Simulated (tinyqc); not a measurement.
Worked calculation: plane-wave Kohn-Sham cycle with exchange-only LDA in a layered model solid. Computed by tinyqc, a small Python program that keeps every step. Settings: points = 16, plane-wave index or count = 2, electrons = 4, k points = 1, area = 25.0, mixing = 0.5, iteration cap = 66, Pulay depth = 5. Command: `OMP_NUM_THREADS=1 python tinyqc.py 29014 29015 out.jsonl` (the two numbers bound the seeds that draw the settings). One thread of a shared host (Intel(R) Xeon(R) Processor @ 2.60GHz), about 0.01 s of CPU time with the checks. Later iterations appear only in the table of the cycle.

## Iteration 1: potential

A solid whose potential varies along x alone (atomic units):
```
parameter                      value
period a                   13.200000
cross-section of the cell  25.000000
electrons per cell                 4
grid points                       16
plane waves -n..n, n               2
k points                           1
V1 in V1 cos(2 pi x/a)     -0.590000
```

density at the start, on the grid x_j = j a/N (e/bohr^3): 0.0121212  0.0121212  0.0121212  0.0121212  0.0121212  0.0121212  0.0121212  0.0121212  0.0121212  0.0121212  0.0121212  0.0121212  0.0121212  0.0121212  0.0121212  0.0121212

V_H(G) = 4 pi rho(G)/G^2 for G != 0 (uniform background); v_x = -(3 rho/pi)^(1/3); V = V_ext + V_H + v_x; Fourier components f(G_m) = (1/N) sum_j f(x_j) exp(-i G_m x_j).

Potentials on the grid (hartree):
```
x            V_ext      V_H       v_x         V
0.00000   -0.59000  0.00000  -0.22621  -0.81621
0.82500   -0.54509  0.00000  -0.22621  -0.77130
1.65000   -0.41719  0.00000  -0.22621  -0.64340
2.47500   -0.22578  0.00000  -0.22621  -0.45199
3.30000          0  0.00000  -0.22621  -0.22621
4.12500    0.22578  0.00000  -0.22621  -0.00042
4.95000    0.41719  0.00000  -0.22621   0.19099
5.77500    0.54509  0.00000  -0.22621   0.31888
6.60000    0.59000  0.00000  -0.22621   0.36379
7.42500    0.54509  0.00000  -0.22621   0.31888
8.25000    0.41719  0.00000  -0.22621   0.19099
9.07500    0.22578  0.00000  -0.22621  -0.00042
9.90000          0  0.00000  -0.22621  -0.22621
10.72500  -0.22578  0.00000  -0.22621  -0.45199
11.55000  -0.41719  0.00000  -0.22621  -0.64340
12.37500  -0.54509  0.00000  -0.22621  -0.77130
```

V(G_m), m = 0, 1, 2, ... (hartree): -0.22621  -0.29500  0.00000  0.00000  0.00000

## Iteration 1: Hamiltonian at one k

k = 0.00000 2 pi / a

H(m,m') = (k + G_m)^2/2 delta + V(G_m - G_m'), with V(-G) = V(G).

H (hartree):
```
          -2        -1        +0        +1        +2
-2   0.22694  -0.29500   0.00000   0.00000   0.00000
-1  -0.29500  -0.11292  -0.29500   0.00000   0.00000
+0   0.00000  -0.29500  -0.22621  -0.29500   0.00000
+1   0.00000   0.00000  -0.29500  -0.11292  -0.29500
+2   0.00000   0.00000   0.00000  -0.29500   0.22694
```

## Iteration 1: levels at that k

Diagonalise the Hermitian matrix.

eigenvalues (hartree): -0.63716  -0.28343  0.04592  0.39746  0.47905

## Iteration 1: new density

Motion across x is left out: the lowest 2 band(s) hold two electrons at each of the k points (j + 1/2)/nk - 1/2. Residual R = rho(out) - rho(in); rho(new) = rho(in) + 0.5 R. rho(out) = 2/(a A nk) sum |psi|^2 with psi = sum c exp(i G x). Harris energy E = band energy - dV sum rho (V_H/2 + v_x) + (3/4) dV sum rho v_x with rho(in), dV = a A/N, band energy = (2/nk) sum of the filled levels.

rho(out) (e/bohr^3): 0.0239385  0.0257095  0.0264679  0.0203012  0.0098858  0.0024610  0.0001521  0.0000132  0.0000198  0.0000132  0.0001521  0.0024610  0.0098858  0.0203012  0.0264679  0.0257095

density after iteration 1 (e/bohr^3): 0.0180299  0.0189153  0.0192945  0.0162112  0.0110035  0.0072911  0.0061366  0.0060672  0.0060705  0.0060672  0.0061366  0.0072911  0.0110035  0.0162112  0.0192945  0.0189153

energy per cell = -1.6149746 hartree

## Iteration 2: potential

As before.

Potentials on the grid (hartree):
```
x            V_ext       V_H       v_x         V
0.00000   -0.59000   0.41879  -0.25822  -0.42943
0.82500   -0.54509   0.39278  -0.26238  -0.41468
1.65000   -0.41719   0.30900  -0.26412  -0.37231
2.47500   -0.22578   0.16653  -0.24923  -0.30848
3.30000          0  -0.00932  -0.21903  -0.22835
4.12500    0.22578  -0.17679  -0.19095  -0.14196
4.95000    0.41719  -0.30488  -0.18029  -0.06797
5.77500    0.54509  -0.38252  -0.17961  -0.01704
6.60000    0.59000  -0.40840  -0.17964   0.00197
7.42500    0.54509  -0.38252  -0.17961  -0.01704
8.25000    0.41719  -0.30488  -0.18029  -0.06797
9.07500    0.22578  -0.17679  -0.19095  -0.14196
9.90000          0  -0.00932  -0.21903  -0.22835
10.72500  -0.22578   0.16653  -0.24923  -0.30848
11.55000  -0.41719   0.30900  -0.26412  -0.37231
12.37500  -0.54509   0.39278  -0.26238  -0.41468
```

V(G_m), m = 0, 1, 2, ... (hartree): -0.22057  -0.10775  0.00348  0.00015  -0.00022

## Iteration 2: Hamiltonian at one k

k = 0.00000 2 pi / a

As before.

H (hartree):
```
          -2        -1        +0        +1        +2
-2   0.23258  -0.10775   0.00348   0.00015  -0.00022
-1  -0.10775  -0.10728  -0.10775   0.00348   0.00015
+0   0.00348  -0.10775  -0.22057  -0.10775   0.00348
+1   0.00015   0.00348  -0.10775  -0.10728  -0.10775
+2  -0.00022   0.00015   0.00348  -0.10775   0.23258
```

## Iteration 2: levels at that k

As before.

eigenvalues (hartree): -0.33138  -0.14183  -0.02964  0.26388  0.26901

## Iteration 2: new density

B (overlaps of the stored error matrices):
```
               1              2
1  1.9772139e-03  5.3701847e-04
2  5.3701847e-04  2.1448232e-04
```

Motion across x is left out: the lowest 2 band(s) hold two electrons at each of the k points (j + 1/2)/nk - 1/2. Residual R = rho(out) - rho(in); rho(new) = rho(in) + 0.5 R; Pulay mixing then takes sum c_i of the stored mixed densities, with c from B_ij = sum R_i R_j as in DIIS. rho(out) = 2/(a A nk) sum |psi|^2 with psi = sum c exp(i G x). Harris energy E = band energy - dV sum rho (V_H/2 + v_x) + (3/4) dV sum rho v_x with rho(in), dV = a A/N, band energy = (2/nk) sum of the filled levels.

rho(out) (e/bohr^3): 0.0192353  0.0208478  0.0227894  0.0204778  0.0137858  0.0066806  0.0022476  0.0004786  0.0000886  0.0004786  0.0022476  0.0066806  0.0137858  0.0204778  0.0227894  0.0208478

DIIS coefficients: -0.28858  1.28858

density after iteration 2 (e/bohr^3): 0.0188065  0.0201604  0.0215463  0.0189601  0.0127961  0.0068978  0.0036310  0.0024665  0.0022164  0.0024665  0.0036310  0.0068978  0.0127961  0.0189601  0.0215463  0.0201604

energy per cell = -0.9785714 hartree

## Convergence

Stop when sqrt(dV sum R^2) is below 1e-8, dV = a A/N.

Course of the cycle:
```
iteration  E (hartree)  norm of the residual
1           -1.6149746              2.02e-01
2           -0.9785714              6.65e-02
3           -0.9478905              5.53e-02
4           -1.0599191              1.08e-01
5           -0.9388950              1.17e-02
6           -0.9418936              2.27e-02
7           -0.9381358              5.78e-03
8           -0.9379158              5.67e-04
9           -0.9379139              1.88e-04
10          -0.9379194              9.11e-04
11          -0.9379136              1.07e-06
12          -0.9379136              6.89e-09
```

Converged in 12 iterations. Before convergence this energy mixes input and output and is not variational, so it may rise towards its limit.
